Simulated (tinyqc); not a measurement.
Silicon n-p-n transistor, Gummel numbers and transit times: Cut-off frequency against collector current.

One-dimensional n-p-n transistor in the forward active mode at low injection. In the base p(x) = NB exp(-eta x/wb) and ni(x)^2 = ni^2 exp((g0 + g1 x/wb)/Vt); electrons leave the base at vsat; band spikes at the emitter junction and recombination inside the emitter are ignored.

f(x) = p(x) ni^2/ni(x)^2; I(x) = integral from x to wb of f/Dn, plus f(wb)/vsat; base Gummel number GB = I(0); electron density per unit flux n/(J/q) = I/f; base transit time tauB = integral of I/f over the base. ni = sqrt(Nc Nv) exp(-Eg/(2 Vt)), Eg in volts; JC = J0 exp(VBE/Vt), J0 = q ni^2/GB; collector layer one-sided, Wc = sqrt(2 eps0 eps_r (Vbc + VCB)/(q NC)), Vbc = Vt ln(NB exp(-eta) NC/ni^2), Cjc = eps0 eps_r/Wc, tauC = Wc/(2 vsat). Delay 1/(2 pi fT) = tauE + tauB + tauC + tauR with tauE = Vt (Cj + Cjc)/JC and tauR = Rc Cjc. Charge stored in the emitter is left out. The Kirk effect, also left out, sets in near JC = q NC vsat. n(0) = (JC/q) I(0)/f(0).

Parameters, values chosen for the exercise; band and dielectric values close to those of silicon:
- T = 250 K (temperature)
- Eg = 1.11 eV (band gap)
- eps_r = 11.8 (relative permittivity)
- Nc = 2.17e19 cm^-3 (conduction-band density of states at T)
- Nv = 2.01e19 cm^-3 (valence-band density of states at T)
- vsat = 9.9e6 cm/s (saturation velocity)
- wb = 440 nm (neutral base width)
- NB = 1.3e17 cm^-3 (base doping at the emitter edge)
- eta = 0 (doping falls as exp(-eta x/wb))
- g0 = 0 eV (gap reduction at the emitter edge of the base)
- g1 = 0 eV (further gap reduction across the base (linear))
- Dn = 4.2 cm^2/s (electron diffusion coefficient in the base)
- NC = 1e16 cm^-3 (collector doping)
- VCB = 2 V (collector-base reverse bias)
- Cj = 1 fF/um^2 (emitter junction capacitance)
- Rc = 6.2 ohm um^2 (emitter plus collector resistance)

Constants: q = 1.602176634e-19 C, kB = 1.380649e-23 J/K, Vt = kB T/q, eps0 = 8.8541878128e-14 F/cm where lengths are in cm. Results are converted to the units shown.

The same in every row: tauB (ps) = 234.9; tauC (ps) = 3.072; tauR (ps) = 0.001065.

Result of one run:

| VBE (V) | tauE (ps) | fT (GHz) | JC/(q NC vsat) | n(0)/NB |
|---|---|---|---|---|
| 0.8458 | 10.52 | 0.6404 | 0.01513 | 0.1219 |

Which collector current density JC gave this result: 3.3e-5, 0.00057, 0.0024 or 0.0048 mA/um^2?

JC = 0.0024 mA/um^2.

The whole series:

| JC (mA/um^2) | VBE (V) | tauE (ps) | fT (GHz) | JC/(q NC vsat) | n(0)/NB |
|---|---|---|---|---|---|
| 3.3e-5 | 0.7535 | 765.0 | 0.1587 | 2.081e-4 | 0.001676 |
| 6.7e-5 | 0.7687 | 376.8 | 0.2589 | 4.224e-4 | 0.003402 |
| 0.00014 | 0.7846 | 180.3 | 0.3805 | 8.826e-4 | 0.007110 |
| 0.00028 | 0.7995 | 90.16 | 0.4850 | 0.001765 | 0.01422 |
| 0.00057 | 0.8148 | 44.29 | 0.5638 | 0.003594 | 0.02895 |
| 0.0012 | 0.8309 | 21.04 | 0.6144 | 0.007565 | 0.06094 |
| 0.0024 | 0.8458 | 10.52 | 0.6404 | 0.01513 | 0.1219 |
| 0.0048 | 0.8607 | 5.259 | 0.6543 | 0.03026 | 0.2438 |
| 0.0098 | 0.8761 | 2.576 | 0.6616 | 0.06178 | 0.4977 |

fT rises from 0.159 to 0.662 GHz as the charging time falls as 1/JC; its limit for vanishing tauE is 0.669 GHz, of which the largest delay is tauB (98.7 %). tauE equals the other delays together at JC = 1.06e-4 mA/um^2. For JC = 0.0048, 0.0098 the electron density at the emitter edge exceeds a fifth of NB, beyond low injection.

Range of the model: Heavy doping makes emitter or base degenerate; gE and g0 are to be read as apparent gap changes that include this.

tinyqc, about 0.01 s, one thread, Intel Xeon 2.30GHz (shared host): `OMP_NUM_THREADS=1 python tinyqc.py 2320030 2320031 out.jsonl`
